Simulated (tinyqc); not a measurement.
Surface potential of a MOS transistor: implicit equation and explicit approximations: two steps of the calculation.

p-type body, charge-sheet picture, depletion and inversion only, full ionisation (an idealisation for deep acceptors), Boltzmann statistics (rough once Na exp(x - xn) passes about Nc/7). In units of Vt: xg = (Vg - Vfb)/Vt, x = psi/Vt, G = gamma/sqrt(Vt), xn = (2 phiF + Vc)/Vt. The implicit equation is (xg - x)^2 = G^2 [x - 1 + exp(x - xn)] for x above about 3. Cox = eps0 eox/tox.

Values chosen for this exercise; band and dielectric values close to those of silicon:

| symbol | value | unit | meaning |
|---|---|---|---|
| T | 300 | K | temperature |
| eox | 24.8 |  | relative permittivity of the gate insulator (close to zirconium oxide) |
| tox | 24 | nm | insulator thickness |
| Vc | 0.5 | V | channel-body voltage |

Constants: q = 1.602176634e-19 C, kB = 1.380649e-23 J/K, Vt = kB T/q, eps0 = 8.8541878128e-14 F/cm where lengths are in cm. Results are converted to the units shown.

Question 1. New x. D = exp(x - xn), f = (xg - x)^2 - G^2 (x - 1 + D), f' = -2 (xg - x) - G^2 (1 + D), x(new) = x - f/f'.

x at the start = 57.71
G = 1.8212459
xn = 52.622554
xg = 79.297540

Wanted: D; f; f'; x after iteration 1.

Answer 1.

D = 161.98
f = -259.34
f' = -583.75
x after iteration 1 = 57.266

Question 2. Potential, charges and gate control. psi = Vt x; N_dep = Cox Vt G sqrt(x - 1)/q; N_inv = (Cox Vt G/q) [sqrt(x - 1 + exp(x - xn)) - sqrt(x - 1)]; dpsi/dVg = 1/[1 + G^2 (1 + exp(x - xn))/(2 (xg - x))].

converged x = 57.142581
G = 1.8212459
xn = 52.622554
xg = 79.297540

Give: psi; N_dep; N_inv; dpsi/dVg.

Answer 2.

psi = 1.4772 V
N_dep = 2.0146e12 cm^-2
N_inv = 1.2561e12 cm^-2
dpsi/dVg = 0.12579

psi lies 4.5 Vt above 2 phiF + Vc.

Numbers from tinyqc (`OMP_NUM_THREADS=1 python tinyqc.py 2122079 2122080 out.jsonl`; about 0.01 s on one thread of a shared Intel Xeon 2.30GHz).
